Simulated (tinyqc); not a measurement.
# Quantum limit of the contact resistance of a three-dimensional channel, step by step

Numbers from tinyqc (`OMP_NUM_THREADS=1 python tinyqc.py 2760140 2760141 out.jsonl`; about 0.02 s on one thread of a shared Intel Xeon 2.30GHz). Printed values are rounded.

Parabolic band with gv valleys, C = hbar^2/(2 m0), eta = (EF - Ec)/(kB T). Landauer picture: each mode conducts 2 q^2/h, and the contacts and the channel add incoherently in series, 1/Tt - 1 = 2 (1/tc - 1) + L/lam for the total transmission Tt.

Parameters, values chosen for the exercise: temperature T = 300 K; mass m = 0.22 m0; valleys gv = 1; carrier density n = 3.3e20 cm^-3; transmission of each contact tc = 1; back-scattering length of the channel lam = 6.6 nm; channel length L = 78 nm.

Constants: q = 1.602176634e-19 C, kB = 1.380649e-23 J/K, hbar = 1.054571817e-34 J s, h = 6.62607015e-34 J s, m0 = 9.1093837015e-31 kg, Vt = kB T/q, hbar^2/(2 m0) = 0.0380998212 eV nm^2. Results are converted to the units shown.

Range of the model: EF lies more than 0.3 eV above Ec, where real bands are no longer parabolic.

## Fermi level and modes

n = N F12(eta), N = 2 gv (m kB T/(4 pi C))^1.5, F12(x) = (2/sqrt(pi)) int_0^infinity sqrt(u)/(1 + exp(u - x)) du; modes per area M = gv m kB T ln(1 + exp(eta))/(4 pi C); at zero temperature M0 = gv kF^2/(4 pi), kF = (3 pi^2 n/gv)^(1/3). kB T in eV.

N = 2.589441e18 cm^-3
eta = 30.59010
M = 3.633833e13 cm^-2
M0 = 3.637029e13 cm^-2

The zero-temperature count is 0.088 % above the thermal one.

## Resistances

RQ = (h/2q^2)/M for the whole device, R = RQ/Tt; the part of one contact is Rc = RQ (1/tc - 1/2) and the channel adds RQ L/lam.

RQ = 3.551733e-10 ohm cm^2
Rc = 1.775866e-10 ohm cm^2
channel = 4.197503e-9 ohm cm^2
R = 4.552676e-9 ohm cm^2
Tt = 0.07801418

The two contacts make up 7.80 % of R.
